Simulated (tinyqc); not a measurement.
From results back to parameters: six-band Luttinger-Kohn model with strain. Three cases, with inputs chosen for the exercise.

Problem. A layer on a (001) face has exx = eyy = e_par and ezz = -2 (C12/C11) e_par. Its valence edges are E(HH) = -P - Q and E(LH), E(SO) = -P + (Q - Dso +/- sqrt(Dso^2 + 2 Dso Q + 9 Q^2))/2 with P = -av tr(e), Q = -(b/2)(exx + eyy - 2 ezz), counted from the unstrained top.

Case 1.

Values chosen (near those of Ge; the results hold for these values, not for the real material):
- Dso = 0.293 eV (spin-orbit splitting)
- C11 = 129.8 GPa
- C12 = 48.2 GPa
- e_par = -0.0166 (in-plane strain of a (001) layer)

E(HH), E(LH), E(SO) (eV): 0.0473085  -0.0580034  -0.3599471

Case 2.

Values chosen (near those of Si; the results hold for these values, not for the real material):
- Dso = 0.044 eV (spin-orbit splitting)
- C11 = 166.6 GPa
- C12 = 63.5 GPa
- e_par = -0.0106 (in-plane strain of a (001) layer)

E(HH), E(LH), E(SO) (eV): 0.0066924  -0.0186217  -0.1296803

Case 3.

Values chosen (near those of InSb; the results hold for these values, not for the real material):
- Dso = 0.817 eV (spin-orbit splitting)
- C11 = 68.4 GPa
- C12 = 37.6 GPa
- e_par = -0.0181 (in-plane strain of a (001) layer)

E(HH), E(LH), E(SO) (eV): 0.0705106  -0.0668150  -0.8383003

Find: ezz; P; Q; av; b.

Solution. The three edges add up to -3 P - Dso, which gives P; E(HH) then gives Q; av = -P/tr(e) and b = -Q/(e_par - ezz).

Case 1.

ezz = 0.012329
P = 0.02588 eV
Q = -0.07319 eV
av = 1.24 eV
b = -2.53 eV

Case 2.

ezz = 0.008080
P = 0.03254 eV
Q = -0.03923 eV
av = 2.48 eV
b = -2.10 eV

Case 3.

ezz = 0.019899
P = 0.00587 eV
Q = -0.07638 eV
av = 0.36 eV
b = -2.01 eV

Computed by tinyqc, one run a case: `OMP_NUM_THREADS=1 python tinyqc.py N N+1 out.jsonl` with N = 1050762, 1050796, 1050809; one thread of a shared Intel(R) Xeon(R) Processor @ 2.30GHz, about 0.3 s a run at most.
